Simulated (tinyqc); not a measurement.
Eight-band Kane k.p model with strain, step by step. Values are carried at full precision from step to step, so a last printed digit may differ when a step is redone from the rounded ones.

Constants: hbar^2/2m0 = 3.80998211 eV angstrom^2.

Inputs chosen for the exercise (near those of InSb; shifted at random, so the results belong to these values and not to a real crystal):
```
symbol  value                  unit        meaning
Eg      0.231                  eV          gap at Gamma to the s-like level
Dso     0.795                  eV          spin-orbit splitting
Ep      23.7                   eV          Kane energy
me      0.0137                 m0          electron mass at Gamma
g1      34.81                              Luttinger gamma1
g2      15.46                              gamma2
g3      16.44                              gamma3
a       6.483                  angstrom    lattice constant
a_sub   6.455                  angstrom    lattice constant of the substrate
C11     68.8                   GPa
C12     37                     GPa
C44     30.2                   GPa
face    111                                growth face
ac      -6.75                  eV          conduction deformation potential
av      0.35                   eV          valence hydrostatic potential
b       -1.97                  eV          tetragonal shear potential
d       -4.75                  eV          trigonal shear potential
k       (-0.021, 0.012, 0.02)  1/angstrom  wave vector
kmax    0.1                    1/angstrom  end of the path
```

## Derived values

P = sqrt(Ep c); A = 1/me - Ep (Eg + 2 Dso/3)/(Eg (Eg + Dso)) keeps the electron mass; g1' = g1 - Ep/(3 Eg), g2' = g2 - Ep/(6 Eg), g3' = g3 - Ep/(6 Eg) remove the coupling to S that the Luttinger values already hold; L = -c (g1' + 4 g2'), M = -c (g1' - 2 g2'), N = -6 c g3'. c = hbar^2/2m0.

P = 9.5025 eV angstrom
A = -3.1054

g1', g2', g3': 0.6109  -1.6396  -0.6596

L, M, N (eV angstrom^2): 22.6595  -14.8208  15.0776

The coupling to the valence bands supplies 76.10, against 1/me = 72.99; A makes up the difference. The diagonal terms in A and L bend towards the gap, so the set should be tested for spurious states at large k.

## Strain of a layer grown coherently on a (111) face

e_par = (a_sub - a)/a in the plane; no stress along the normal: e_perp = -(2 C11 + 4 C12 - 4 C44)/(C11 + 2 C12 + 4 C44) e_par; exx = eyy = ezz = (2 e_par + e_perp)/3 and exy = eyz = ezx = (e_perp - e_par)/3.

e_par = -0.004319
e_perp = 0.002700

strain tensor in the cubic axes:
```
           x          y          z
x  -0.001979   0.002340   0.002340
y   0.002340  -0.001979   0.002340
z   0.002340   0.002340  -0.001979
```

The layer is under compression in the plane; its volume changes by -0.594 %.

## Strain terms

Strain (Bir-Pikus): H_SS gains ac tr(e); H_XX gains l exx + m (eyy + ezz) and H_XY gains n exy, with l = av + 2 b, m = av - b, n = sqrt(3) d. The sign of av is such that the gap moves by (ac - av) tr(e); the change of P with strain is neglected.

Form the strain terms of the Hamiltonian.

ac tr(e) = 0.04008 eV

strain block of X, Y, Z (the same for both spins) (eV):
```
          X         Y         Z
X  -0.00208  -0.01925  -0.01925
Y  -0.01925  -0.00208  -0.01925
Z  -0.01925  -0.01925  -0.00208
```

## The Hamiltonian at one k

Eight-band Kane model, basis S, X, Y, Z times spin, zero of energy at the top of the unstrained valence band, c = hbar^2/2m0. Within each spin: H_SS = Eg + A c k^2, H_SX = i P kx (likewise Y, Z), H_XX = -Dso/3 + L kx^2 + M (ky^2 + kz^2), H_XY = N kx ky, and cyclic. Spin-orbit term (Dso/3) L.sigma on X, Y, Z with (L_k)_ij = -i epsilon_kij: <X+|H|Y+> = -i Dso/3, <X+|H|Z-> = Dso/3, <Y+|H|Z-> = -i Dso/3, <Z+|H|X-> = -Dso/3, <Z+|H|Y-> = i Dso/3, <X-|H|Y-> = i Dso/3, and their conjugates; + and - are the spin along z. Terms from inversion asymmetry are left out, so every level is twofold.

Fill in the matrix, adding ac tr(e) to H_SS and the strain block to X, Y, Z of each spin.

H(k) (eV):
```
          S+               X+               Y+        Z+        S-               X-
S+    0.2594         -0.1996i          0.1140i   0.1900i         0                0
X+   0.1996i          -0.2651  -0.0230-0.2650i   -0.0256         0                0
Y+  -0.1140i  -0.0230+0.2650i          -0.2763   -0.0156         0                0
Z+  -0.1900i          -0.0256          -0.0156   -0.2667         0          -0.2650
S-         0                0                0         0    0.2594         -0.1996i
X-         0                0                0   -0.2650   0.1996i          -0.2651
Y-         0                0                0  -0.2650i  -0.1140i  -0.0230-0.2650i
Z-         0           0.2650          0.2650i         0  -0.1900i          -0.0256

                 Y-        Z-
S+                0         0
X+                0    0.2650
Y+                0  -0.2650i
Z+          0.2650i         0
S-          0.1140i   0.1900i
X-  -0.0230+0.2650i   -0.0256
Y-          -0.2763   -0.0156
Z-          -0.0156   -0.2667
```

## Levels and orbital character

Diagonalise H; the levels come in pairs. The weights are summed over spin and averaged over each pair.

levels, each twofold (eV): -0.8278  -0.1340  -0.0155  0.4286

weights:
```
   pair 1  pair 2  pair 3  pair 4
S   0.026   0.238   0.006   0.730
X   0.328   0.305   0.249   0.118
Y   0.318   0.196   0.438   0.048
Z   0.328   0.261   0.307   0.104
```

The conduction pair has 27.0 % valence character at this k; the valence pair with most S character is pair 2 (23.8 %).

## Bands along [110] and [001]

The same diagonalisation at six points |k| = 0, kmax/5, ..., kmax along each direction.

Levels (eV):
```
direction  |k| (1/angstrom)   pair 1   pair 2   pair 3  pair 4
[110]                 0.000  -0.7980  -0.0204   0.0172  0.2711
[110]                 0.020  -0.8108  -0.0779   0.0067  0.3443
[110]                 0.040  -0.8501  -0.1911  -0.0056  0.4866
[110]                 0.060  -0.9183  -0.3040  -0.0234  0.6478
[110]                 0.080  -1.0161  -0.4048  -0.0470  0.8174
[110]                 0.100  -1.1404  -0.4940  -0.0760  0.9922
[001]                 0.000  -0.7980  -0.0204   0.0172  0.2711
[001]                 0.020  -0.8102  -0.0718  -0.0031  0.3475
[001]                 0.040  -0.8470  -0.1853  -0.0240  0.4961
[001]                 0.060  -0.9084  -0.3029  -0.0542  0.6676
[001]                 0.080  -0.9934  -0.4139  -0.0959  0.8527
[001]                 0.100  -1.0990  -0.5188  -0.1494  1.0489
```

At kmax the conduction band lies 56.7 meV and the top valence band 73.4 meV apart between the two directions. k.p holds near Gamma; the zone edge lies near 1 1/angstrom.

## Masses at Gamma

m*/m0 = c h^2/(E(h) - E(0)) with |k| = h = 0.0001 1/angstrom; negative values are hole-like.

Masses (m0):
```
direction  pair 1  pair 2  pair 3  pair 4
[110]      -0.120  -0.025  -0.059   0.017
[001]      -0.125  -0.036  -0.032   0.016
```

Strain has split the top two pairs at Gamma, so each has its own mass tensor; the top pair has -0.059 along [110] and -0.032 along [001].

## Checks

- Electron mass of the unstrained model by finite differences against the input me: both 0.01370.
- Heavy-hole mass along [100] against 1/(g1 - 2 g2): both 0.2571.
- Light-hole mass along [100] against 1/(g1 + 2 g2): both 0.01521.

Run: tinyqc, `OMP_NUM_THREADS=1 python tinyqc.py 1051281 1051282 out.jsonl`; Intel(R) Xeon(R) Processor @ 2.30GHz, one thread, shared host; about 0.01 s of CPU time with all checks.
